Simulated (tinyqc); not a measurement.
Efficiency against current: defect, radiative and Auger recombination at equal electron and hole densities (ABC model).

J/(e d) = Ae n + B n^2 + C n^3 with Ae = A + 4 S/w (four side walls, carriers spread evenly), e = 1.602176634e-19 C, lengths in cm; internal efficiency IQE = B n^2/(Ae n + B n^2 + C n^3); all injected carriers recombine in the layer.

Parameters, chosen for this exercise (orders of magnitude like those quoted for InGaAs; shifted at random, so the results belong to these values and not to a real crystal): A = 28000000 1/s (defect rate); B = 1.5e-10 cm^3/s (radiative coefficient); C = 3.8e-29 cm^6/s (Auger coefficient); S = 250 cm/s (recombination velocity of the side walls); w = 7.5 micrometre (side of the square mesa); d = 35 nm (active thickness).

The slope is d ln(B n^2)/d ln J = 2 (Ae + B n + C n^2)/(Ae + 2 B n + 3 C n^2).

Results:
```
J (A/cm^2)  n (1/cm^3)     IQE  slope  differential lifetime (ns)
0.090         5.33e+15  0.0265  1.948                        32.3
0.40          2.19e+16   0.100  1.816                        27.8
1.0           4.86e+16   0.198  1.662                        22.6
6.0           1.84e+17   0.474  1.317                        11.3
20            3.85e+17   0.623  1.147                        6.19
90            8.60e+17   0.692  1.003                        2.69
4.0e+02       1.75e+18   0.643  0.904                        1.11
6.0e+03       5.44e+18   0.414  0.783                       0.199
2.0e+04       8.61e+18   0.312  0.748                      0.0903
```

Give the missing row, J (A/cm^2) = 1.0e+03.

Computed row:
```
J (A/cm^2)  n (1/cm^3)    IQE  slope  differential lifetime (ns)
1.0e+03       2.62e+18  0.576  0.855                       0.627
```

IQE peaks at 0.692 for J = 93.8 A/cm^2, where the slope passes 1. It is 0.0265 at the lowest current and 0.312 at the highest, a droop of 55 %. The slope runs from 1.95 to 0.75; its limits are 2 (defects alone), 1 (radiation alone) and 2/3 (Auger alone). In the 3 rows above about 2e18 1/cm^3 the bands are degenerate: B saturates and stimulated emission, left out, would clamp n in a laser cavity.

Computed by tinyqc, a small Python program: `OMP_NUM_THREADS=1 python tinyqc.py 1681327 1681328 out.jsonl` (the numbers bound the seed that draws the inputs); one thread of a shared host (Intel(R) Xeon(R) Processor @ 2.30GHz), about 0.01 s for the whole set of steps.
